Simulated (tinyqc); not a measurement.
Inside a calculation. Method: Pariser-Parr-Pople SCF with singles CI, for the molecule O=NC1=CC=C2C=CC=C21 (SMILES; centres numbered as the heavy atoms are written). Computed by tinyqc, a small Python program that keeps every step. Settings: charge = 0, gamma = Ohno, start = huckel, damping = 0.5, iteration cap = 73, excitations kept = 6. Command: `OMP_NUM_THREADS=1 python tinyqc.py 20300 20301 out.jsonl` (the two numbers bound the seeds that draw the settings). One thread of a shared host (Intel(R) Xeon(R) Processor @ 2.60GHz), about 0.02 s of CPU time with the checks. Later iterations appear only in the table of the cycle.

## PPP integrals

Centres (angstrom, eV; a flat drawing with bonds scaled to 1.40 angstrom):

| centre | x | y | core charge z | W | gamma_rr |
|---|---|---|---|---|---|
| 1O | -2.55400 | 1.50100 | 1 | 15.99000 | 14.08000 |
| 2N | -2.39600 | 0.11000 | 1 | 16.00000 | 11.61000 |
| 3C | -1.11200 | -0.44800 | 1 | 12.25000 | 12.17000 |
| 4C | -0.80900 | -1.81500 | 1 | 12.25000 | 12.17000 |
| 5C | 0.58500 | -1.94900 | 1 | 12.25000 | 12.17000 |
| 6C | 1.14300 | -0.66500 | 1 | 12.25000 | 12.17000 |
| 7C | 2.34900 | 0.04600 | 1 | 12.25000 | 12.17000 |
| 8C | 2.04600 | 1.41200 | 1 | 12.25000 | 12.17000 |
| 9C | 0.65200 | 1.54600 | 1 | 12.25000 | 12.17000 |
| 10C | 0.09400 | 0.26200 | 1 | 12.25000 | 12.17000 |

Resonance integrals (eV):

| i | j | beta |
|---|---|---|
| 1 | 2 | -2.43000 |
| 2 | 3 | -2.43000 |
| 3 | 4 | -2.39000 |
| 4 | 5 | -2.39000 |
| 5 | 6 | -2.39000 |
| 6 | 7 | -2.39000 |
| 7 | 8 | -2.39000 |
| 8 | 9 | -2.39000 |
| 9 | 10 | -2.39000 |
| 10 | 3 | -2.39000 |
| 10 | 6 | -2.39000 |

Ohno: gamma = 14.399645/sqrt(R^2 + a^2), a = 2 x 14.399645/(gamma_rr + gamma_ss); H_rr = -W_r - sum_(s != r) z_s gamma_rs; H_rs = beta for bonds.

repulsion gamma_rs (eV), lower triangle:
```
           1O        2N        3C        4C        5C        6C        7C        8C
1O   14.08000
2N    8.02890  11.61000
3C    5.41110   7.77880  12.17000
4C    3.68803   5.19234   7.85509  12.17000
5C    3.00518   3.76952   5.63381   7.85428  12.17000
6C    3.25562   3.76961   5.63411   5.63381   7.85565  12.17000
7C    2.75292   2.94018   3.90142   3.73843   4.94145   7.85572  12.17000
8C    3.04441   3.00952   3.73890   3.22272   3.73912   5.63531   7.85829  12.17000
9C    4.24916   4.02182   4.94261   3.73912   3.90186   5.63520   5.63511   7.85428
10C   4.61141   5.19268   7.85738   5.63531   5.63520   7.85599   5.63430   5.63381

           9C       10C
9C   12.17000
10C   7.85565  12.17000
```

core matrix H (eV), lower triangle:
```
            1O         2N         3C         4C         5C         6C         7C         8C
1O   -54.03673
2N    -2.43000  -59.70340
3C     0.00000   -2.43000  -65.00323
4C     0.00000    0.00000   -2.39000  -58.80914
5C     0.00000    0.00000    0.00000   -2.39000  -58.58606
6C     0.00000    0.00000    0.00000    0.00000   -2.39000  -65.38102
7C     0.00000    0.00000    0.00000    0.00000    0.00000   -2.39000  -57.50782
8C     0.00000    0.00000    0.00000    0.00000    0.00000    0.00000   -2.39000  -55.98636
9C     0.00000    0.00000    0.00000    0.00000    0.00000    0.00000    0.00000   -2.39000
10C    0.00000    0.00000   -2.39000    0.00000    0.00000   -2.39000    0.00000    0.00000

            9C        10C
9C   -60.08480
10C   -2.39000  -68.16173
```

## Starting guess

pi electrons, sum of z_r less the charge = 10

Orbitals of the Hueckel matrix of the beta values.

P at the start, lower triangle:
```
           1O        2N        3C        4C        5C        6C        7C        8C
1O    0.82518
2N    0.84619   0.99465
3C    0.16947   0.48764   0.84153
4C   -0.21678   0.01403   0.56146   1.16498
5C   -0.15521  -0.13719   0.12392   0.69809   0.84287
6C    0.07729  -0.04584  -0.11412  -0.19819   0.50388   1.19120
7C    0.25638   0.09715  -0.28960  -0.09454   0.26140   0.53759   0.88533
8C    0.02149   0.01206  -0.04809   0.16999  -0.06083  -0.21092   0.65403   1.17421
9C   -0.24412  -0.12420   0.25853  -0.01438  -0.30233  -0.15770   0.07796   0.64528
10C  -0.14777   0.00260   0.46014  -0.21379  -0.11125   0.53926  -0.16645  -0.21331

          9C      10C
9C   0.88294
10C  0.55271  1.19709
```

## Iteration 1: Fock matrix

F_rr = H_rr + P_rr gamma_rr / 2 + sum_(s != r) P_ss gamma_rs; F_rs = H_rs - P_rs gamma_rs / 2; E = tr P (H + F) / 2 + core repulsion sum_(r<s) z_r z_s gamma_rs.

F (eV), lower triangle:
```
           1O         2N        3C        4C        5C        6C        7C        8C
1O   -9.69622
2N   -5.82699  -11.13743
3C   -0.45852   -4.32664  -5.45481
4C    0.39975   -0.03641  -4.59516  -6.42956
5C    0.23322    0.25858  -0.34908  -5.13149  -5.02291
6C   -0.12581    0.08639   0.32147   0.55828  -4.36917  -5.81889
7C   -0.35289   -0.14282   0.56493   0.17671  -0.64584  -4.50160  -4.81578
8C   -0.03271   -0.01814   0.08991  -0.27391   0.11372   0.59431  -4.95979  -5.93419
9C    0.51865    0.24976  -0.63892   0.02689   0.58983   0.44433  -0.21965  -4.92411
10C   0.34071   -0.00675  -4.19776   0.60237   0.31347  -4.50821   0.46891   0.60087

           9C       10C
9C   -5.07319
10C  -4.56096  -6.08256
```

pi energy = -147.67133 eV

## Iteration 1: orbitals and new P

Diagonalise F (the basis is taken as orthonormal) and form P = 2 sum c c over the lowest orbitals; 0.5 of the old P is kept.

orbital energies (eV): -17.72729  -15.16664  -12.60631  -10.95425  -9.76820  -4.95851  -2.45606  1.66264  2.97696  3.53212

P after iteration 1, lower triangle:
```
           1O        2N        3C        4C        5C        6C        7C        8C
1O    0.87327
2N    0.86694   1.05440
3C    0.07707   0.45643   0.82007
4C   -0.22865   0.03599   0.56869   1.16488
5C   -0.11058  -0.10871   0.12941   0.68978   0.82585
6C    0.10252  -0.06182  -0.12169  -0.19052   0.50965   1.19113
7C    0.23807   0.04333  -0.29736  -0.07081   0.28079   0.52610   0.84450
8C    0.02014   0.01261  -0.05129   0.15471  -0.05864  -0.20799   0.65303   1.17719
9C   -0.22923  -0.06977   0.27840  -0.03226  -0.30589  -0.15268   0.10731   0.64991
10C  -0.16399   0.02250   0.46817  -0.22724  -0.11756   0.54196  -0.15213  -0.21369

          9C      10C
9C   0.85213
10C  0.53412  1.19657
```

## Iteration 2: Fock matrix

As before.

F (eV), lower triangle:
```
           1O         2N        3C        4C        5C        6C        7C        8C
1O   -9.28252
2N   -5.91029  -10.87410
3C   -0.20852   -4.20525  -5.26204
4C    0.42164   -0.09344  -4.62356  -6.50643
5C    0.16616    0.20489  -0.36453  -5.09888  -5.19277
6C   -0.16688    0.11652   0.34280   0.53667  -4.39183  -6.17439
7C   -0.32770   -0.06370   0.58007   0.13235  -0.69375  -4.45644  -5.07808
8C   -0.03065   -0.01898   0.09589  -0.24930   0.10962   0.58605  -4.95584  -6.30024
9C    0.48701    0.14031  -0.68801   0.06031   0.59677   0.43018  -0.30236  -4.94227
10C   0.37811   -0.05841  -4.22931   0.64028   0.33124  -4.51882   0.42858   0.60193

           9C       10C
9C   -5.20008
10C  -4.48794  -6.27470
```

pi energy = -148.05482 eV

## Iteration 2: orbitals and new P

As before.

orbital energies (eV): -17.40766  -15.34847  -12.78623  -11.11121  -10.02495  -4.65751  -2.38071  1.49932  2.77435  3.29772

P after iteration 2, lower triangle:
```
           1O        2N        3C        4C        5C        6C        7C        8C
1O    0.89629
2N    0.87961   1.09283
3C    0.02230   0.43364   0.80395
4C   -0.23334   0.04871   0.57363   1.16462
5C   -0.08371  -0.09050   0.13235   0.68596   0.81721
6C    0.11532  -0.06982  -0.12709  -0.18679   0.51231   1.19515
7C    0.22365   0.01263  -0.30051  -0.05874   0.29132   0.51948   0.82108
8C    0.01758   0.01283  -0.05146   0.14407  -0.05714  -0.20729   0.65339   1.18128
9C   -0.21818  -0.03699   0.28999  -0.04204  -0.30701  -0.14913   0.12411   0.65144
10C  -0.17290   0.03487   0.47321  -0.23229  -0.12389   0.54241  -0.14535  -0.21317

          9C      10C
9C   0.83002
10C  0.52405  1.19756
```

## Iteration 3: Fock matrix

As before.

F (eV), lower triangle:
```
           1O         2N        3C        4C        5C        6C        7C        8C
1O   -9.05435
2N   -5.96117  -10.75065
3C   -0.06032   -4.11659  -5.14227
4C    0.43028   -0.12647  -4.64295  -6.54686
5C    0.12579    0.17056  -0.37281  -5.08386  -5.27371
6C   -0.18772    0.13160   0.35802   0.52617  -4.40227  -6.36805
7C   -0.30784   -0.01856   0.58621   0.10979  -0.71976  -4.43043  -5.20612
8C   -0.02676   -0.01930   0.09620  -0.23215   0.10682   0.58409  -4.95726  -6.51255
9C    0.46354    0.07439  -0.71664   0.07860   0.59895   0.42019  -0.34970  -4.94831
10C   0.39865   -0.09054  -4.24910   0.65451   0.34906  -4.52060   0.40947   0.60048

           9C       10C
9C   -5.26606
10C  -4.44836  -6.39082
```

pi energy = -148.28598 eV

## Iteration 3: orbitals and new P

As before.

orbital energies (eV): -17.24757  -15.44026  -12.88670  -11.19449  -10.16266  -4.51202  -2.32289  1.40193  2.66419  3.18905

P after iteration 3, lower triangle:
```
           1O        2N        3C        4C        5C        6C        7C        8C
1O    0.90668
2N    0.88758   1.11755
3C   -0.01055   0.41683   0.79237
4C   -0.23467   0.05610   0.57724   1.16449
5C   -0.06724  -0.07860   0.13388   0.68415   0.81269
6C    0.12171  -0.07372  -0.13109  -0.18497   0.51352   1.19995
7C    0.21259  -0.00521  -0.30146  -0.05265   0.29712   0.51571   0.80706
8C    0.01514   0.01284  -0.05063   0.13676  -0.05600  -0.20740   0.65405   1.18541
9C   -0.20977  -0.01695   0.29671  -0.04749  -0.30712  -0.14671   0.13379   0.65163
10C  -0.17758   0.04250   0.47643  -0.23340  -0.12925   0.54182  -0.14216  -0.21256

          9C      10C
9C   0.81453
10C  0.51869  1.19928
```

## Convergence

Stop when output and input P, before any damping, agree to 1e-7.

Course of the cycle:

| iteration | E (eV) | largest \|P(out) - P(in)\| |
|---|---|---|
| 1 | -147.6713281 | 1.85e-01 |
| 2 | -148.0548218 | 1.10e-01 |
| 3 | -148.2859768 | 6.57e-02 |
| 4 | -148.4191282 | 3.98e-02 |
| 5 | -148.4937505 | 2.43e-02 |
| 6 | -148.5348294 | 1.50e-02 |
| 7 | -148.5571710 | 9.82e-03 |
| 8 | -148.5692228 | 7.19e-03 |
| 9 | -148.5756895 | 5.28e-03 |
| 10 | -148.5791490 | 3.88e-03 |
| 11 | -148.5809983 | 2.86e-03 |
| ... | ... | ... |
| 63 | -148.5833305 | 1.79e-04 |
| 64 | -148.5833317 | 1.76e-04 |
| 65 | -148.5833329 | 1.72e-04 |
| 66 | -148.5833340 | 1.69e-04 |
| 67 | -148.5833351 | 1.65e-04 |
| 68 | -148.5833361 | 1.62e-04 |
| 69 | -148.5833372 | 1.59e-04 |
| 70 | -148.5833381 | 1.55e-04 |
| 71 | -148.5833390 | 1.52e-04 |
| 72 | -148.5833399 | 1.49e-04 |
| 73 | -148.5833408 | 1.46e-04 |

Not converged within 73 iterations: the residual falls steadily but slowly, by a factor of about 0.98 a step. Reruns (cap 100 unless said): damping 0: not converged; the original settings with a cap of 400: not converged.
